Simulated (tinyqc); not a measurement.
Read current of a NAND string, cells in series solved by shooting: effect of the read voltage on the selected word line.

Cells in series, numbered from 0 at the source line (0 V) to the bit line, each followed by a gap resistance Rg. A cell with gate Vg, threshold VT, source Vs and drain Vd passes I = 2 nf K Vt^2 [F(Vs) - F(Vd)]/(1 + th max(Vg - VT, 0)), F(V) = ln^2(1 + exp((Vg - VT - nf V)/(2 nf Vt))). The selected cell has Vg = Vr, the others Vg = Vp.

For a trial current I start at 0 V and, cell by cell, solve for the drain: sqrt(F(Vd)) = sqrt(F(Vs) - I/k), k = 2 nf K Vt^2/(1 + th max(Vg - VT, 0)), Vd = [Vg - VT - 2 nf Vt ln(exp(sqrt F) - 1)]/nf, then add I Rg. The string current is the I for which the last node reaches Vbl. The apparent threshold is the Vr at which I = Is. Background: all other cells erased (VT = Ve) or all in the highest state (VT = Vh); ratio and shift are high over erased and high minus erased. The string has 32 cells and the selected one is cell 16.

Inputs (values chosen for the exercise); values of the order met in vertical NAND strings:
- T = 358 K (temperature)
- K = 5.9 uA/V^2 (gain factor of a cell)
- nf = 1.6 (slope factor)
- th = 0.19 1/V (mobility reduction factor)
- Rg = 5.4 kohm (resistance of the gap between cells)
- Vbl = 0.4 V (bit-line voltage)
- Vp = 6.5 V (pass voltage)
- Ve = -2.2 V (threshold of an erased cell)
- Vh = 3.8 V (threshold of the highest state)
- Vx = 0.9 V (threshold of the selected cell)
- Is = 50 nA (sensing current)

Constants: q = 1.602176634e-19 C, kB = 1.380649e-23 J/K, Vt = kB T/q. Results are converted to the units shown.

The same in every row: apparent VT, erased (V) = 1.122; apparent VT, high (V) = 1.181; background shift (mV) = 59.71.

Results:
```
Vr (V)	I, others erased (uA)	I, others high (uA)	ratio
0.6	3.927e-5	3.924e-5	0.9991
1	0.02136	0.01776	0.8313
1.4	0.1367	0.08797	0.6436
1.8	0.1834	0.1039	0.5662
2.2	0.1949	0.1073	0.5506
2.6	0.2001	0.1088	0.5439
3.4	0.2050	0.1103	0.5378
```

Estimate the missing row, Vr = 3 V.

Computed row:
```
Vr (V)	I, others erased (uA)	I, others high (uA)	ratio
3	0.2031	0.1097	0.5401
```

With this row back in the table: As Vr goes from 0.6 to 3.4 V, the current with erased neighbours rises from 3.93e-5 to 0.205 uA, that with high neighbours rises from 3.92e-5 to 0.110 uA and the ratio falls from 0.999 to 0.538. The apparent thresholds do not depend on Vr.

Program tinyqc, `OMP_NUM_THREADS=1 python tinyqc.py 2142254 2142255 out.jsonl`; Intel Xeon 2.30GHz, shared host, one thread, about 0.3 s.
